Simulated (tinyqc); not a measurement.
## Two channel transmissions from conductance and noise

Question. A contact has two spin-degenerate channels: G = (2 q^2/h)(T1 + T2), Fano factor F = [T1 (1 - T1) + T2 (1 - T2)]/(T1 + T2), T1 > T2. Find T1 and T2.

G in units of 2 q^2/h = 0.9
Fano factor = 0.43244444

Solution. With g = T1 + T2, T1^2 + T2^2 = g (1 - F), so (T1 - T2)^2 = 2 g (1 - F) - g^2.

T1 = 0.6800
T2 = 0.2200

Numbers from tinyqc (`OMP_NUM_THREADS=1 python tinyqc.py 2740042 2740043 out.jsonl`; about 0.04 s on one thread of a shared Intel Xeon 2.30GHz).
